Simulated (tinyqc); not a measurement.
## Ferroelectric switching, Landau-Khalatnikov equation: coercive field against sweep rate

One domain: rho dP/dt = E - (2 al P + 4 be P^3), with al = -3 sqrt(3) Ec/(4 Pr), be = 3 sqrt(3) Ec/(8 Pr^3), so that the static loop has remanence Pr and coercive field Ec. With P in uC/cm^2, E in kV/cm, rho in ohm m and t in ns, dP/dt = [E - 2 al P - 4 be P^3]/(100 rho).

The field rises as E = 4 Em t/Tp (the first quarter of a triangular wave of period Tp) from P = -Pr; the dynamic coercive field Ed is E when P crosses zero.

Values chosen for this exercise; remanent polarisation and coercive field close to those of a vinylidene fluoride copolymer films: remanent polarisation Pr = 9.5 uC/cm^2; static coercive field Ec = 510 kV/cm; viscosity of the polarisation rho = 20 ohm m; field amplitude Em = 1000 kV/cm.

Coercive field against sweep rate:
```
Tp (ns),dE/dt (kV/(cm ns)),Ed (kV/cm),Ed/Ec - 1
830,4.819,813.2,0.5945
1900,2.105,693.2,0.3591
4400,0.9091,618.7,0.2131
10000,0.4000,574.6,0.1267
24000,0.1667,546.8,0.07219
55000,0.07273,531.5,0.04210
1.3e5,0.03077,522.2,0.02395
3e5,0.01333,517.0,0.01380
```

As the period grows, Ed falls from 813 to 517 kV/cm, towards the static Ec = 510 kV/cm. The excess Ed/Ec - 1 goes as Tp^(-0.61) between the first two rows and as Tp^(-0.66) between the last two; slow passage through a saddle-node point gives -2/3.

tinyqc, about 0.1 s, one thread, Intel Xeon 2.30GHz (shared host): `OMP_NUM_THREADS=1 python tinyqc.py 2860104 2860105 out.jsonl`
